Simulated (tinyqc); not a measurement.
What grading buys: minority-electron transport through the base of a bipolar transistor (Moll-Ross and Kroemer integrals). Computed by tinyqc, a small Python program. Command: `OMP_NUM_THREADS=1 python tinyqc.py 3010732 3010733 out.jsonl base walk`. One thread of a shared host (Intel(R) Xeon(R) Processor @ 2.30GHz), about 0.01 s of CPU time with the checks.

Low injection, one dimension, x from the emitter edge (0) to the collector edge (W), s = x/W. Recombination is treated as a small correction (valid for tau_B well below tau_n), computed from the stored charge.

Inputs (values chosen for the exercise, modelled on GaAs):
```
quantity                               value        unit
base doping at the emitter edge N_0  1.8e+19      1/cm^3
base width W                              19          nm
mu_min                                   950  cm^2/(V s)
mu_max                                  6720  cm^2/(V s)
N_ref                                2.3e+17      1/cm^3
saturation velocity v_s                 0.95    1e7 cm/s
temperature T                            300           K
```

Base doping profile: uniform. Gap grading: none. Exit of the base: saturation velocity.

Constants: k_B = 8.617333262e-05 eV/K.

Method. N(x) = N_0; n_i(x)^2 = n_i^2 exp(s dE_g/k_B T); D(x) = (k_B T/e) mu, mu = mu_min + (mu_max - mu_min)/(1 + (N/N_ref)^0.7). With y(x) = N n_i^2/(D n_i(x)^2): base Gummel number G_B = int_0^W y dx + N(W) n_i^2/(v_s n_i(W)^2); J_C = e n_i^2 exp(e V_BE/k_B T)/G_B; n(x) = (J_C/e)(n_i(x)^2/(N n_i^2)) [int_x^W y dx + the same exit term]; transit time tau_B = (e/J_C) int n dx; trapezoid rule on 401 even points.

The same base with other gradings:
```
dE_g (meV)  dE_g/k_B T  G_B (s/cm^4)  J_C gain  tau_B (ps)  speed gain
0                0.000    2.9877e+12     1.000     0.25768      1.0000
25               0.967    1.4209e+12     2.103     0.17102      1.5067
50               1.934    7.5731e+11     3.945     0.12173      2.1169
75               2.901    4.6017e+11     6.493     0.09196      2.8020
100              3.868    3.1624e+11     9.447     0.07290      3.5348
150              5.802    1.9353e+11    15.438     0.05083      5.0692
200              7.736    1.4205e+11    21.033     0.03883      6.6366
300             11.605    9.4207e+10    31.714     0.02632      9.7900
```

At 100 meV J_C rises by a factor 9.45 and the transit is 3.53 times faster; at 300 meV the factors are 31.71 and 9.79. For a uniform base without exit term both tend to be linear in dE_g/k_B T, J_C as x/(1 - exp(-x)) and the speed as x/2. From 25 meV on the mean velocity W/tau_B exceeds v_s, so those speed gains are overstated.
